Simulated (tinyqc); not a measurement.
Inside a calculation: polytypes by hexagonality, and a cubic inclusion as a quantum well. Values are carried at full precision from step to step, so a last printed digit may differ when a step is redone from the rounded ones.

A layer is h if its two neighbours in the periodic sequence sit on the same site, k otherwise; the hexagonality h is the share of h layers.

Constants: hbar^2/2m0 = 3.80998211 eV angstrom^2.

Values chosen for the exercise (of the order of those of GaN; shifted at random, so the results belong to these values and not to a real crystal): E3 = 3.291 eV (gap of the cubic polytype); E2 = 3.505 eV (gap of 2H); Ev2 = 0.052 eV (valence top of 2H above that of 3C); P2 = -0.0198 C/m^2 (spontaneous polarisation of 2H); m = (0.205, 0.187) m0 (electron mass along c in the cubic layer and in the host); d = 2.59 angstrom (thickness of a double layer); eps = 9.5 (dielectric constant); N = 2 (double layers in the cubic inclusion).

## Hexagonality

Stacking sequences:
```
polytype               sequence
8H                     ABCABACB
21R       ABCACBACABCBACBCABACB
4H                         ABCB
3C                          ABC
2H                           AB
```

Give the h/k string and h of each.

Hexagonality:
```
polytype             h/k string       h
8H                     hkkkhkkk  0.2500
21R       hkkhkkkhkkhkkkhkkhkkk  0.2857
4H                         hkhk  0.5000
3C                          kkk  0.0000
2H                           hh  1.0000
```

## Gaps and band edges

Gap: E3 + (E2 - E3) h. Valence top Ev2 h and polarisation P2 h, both counted from 3C; Ec = Ev + gap.

Evaluate for each polytype.

Results:
```
polytype  gap (eV)  Ev (eV)  Ec (eV)  P (C/m^2)
8H          3.3445   0.0130   3.3575   -0.00495
21R         3.3521   0.0149   3.3670   -0.00566
4H          3.3980   0.0260   3.4240   -0.00990
3C          3.2910   0.0000   3.2910    0.00000
2H          3.5050   0.0520   3.5570   -0.01980
```

The widest gap is that of 2H, the narrowest that of 3C. Ev and Ec both rise with h, so 3C collects electrons and the more hexagonal side holes: a staggered line-up.

## The bound level without the field

A cubic inclusion of width L = N d in the host (h = 1) is a well of depth V = Ec(host) - Ec(3C). Square well with mass mismatch: k tan(k L/2) = (m_w/m_b) q, k = sqrt(m_w E/c), q = sqrt(m_b (V - E)/c), c = hbar^2/2m0, lowest root. The depth of the level, V - E, is its binding, and the transition to the valence top of the host is gap(host) - (V - E). The step in polarisation gives a field |F| = |P|/(eps eps0) in a thin inclusion, eps0 = 8.8541878e-12 F/m.

Give V, L, the level E, its depth below the host conduction edge and the transition to the valence top of the host, gap(host) - (V - E).

V = 0.2660 eV
L = 5.180 angstrom
E above the bottom = 0.2450 eV
depth below the host edge = 0.0210 eV
transition = 3.4840 eV

The level keeps 8 % of the well depth. The transition lies above the gap of 3C itself (3.291 eV). At a few layers the effective-mass picture is only a guide.

## The polarisation field

Give |F|, the drop |F| L, the bound charge |P|/e per cm^2 (e = 1.602176634e-19 C), and, as a first estimate, the shift -|F| L/2 of the transition for an electron centred in the layer and a hole in the host on the high side.

|F| = 2.354 MV/cm
drop = 121.9 meV
bound charge = 1.24e+13 cm^-2
estimated shift = -61.0 meV

The drop is 46 % of the well depth. The host edge on the low side sinks by 61 meV against the centre, more than the 21 meV by which the flat well binds, so the level may not survive the field and the estimate must be checked.

## Checks

- Square-well root against finite differences on a grid of 0.5 angstrom (eV): both 0.245.

Computed by tinyqc, a small Python program: `OMP_NUM_THREADS=1 python tinyqc.py 1880218 1880219 out.jsonl` (the numbers bound the seed that draws the inputs); one thread of a shared host (Intel(R) Xeon(R) Processor @ 2.30GHz), about 0.06 s for the whole set of steps.
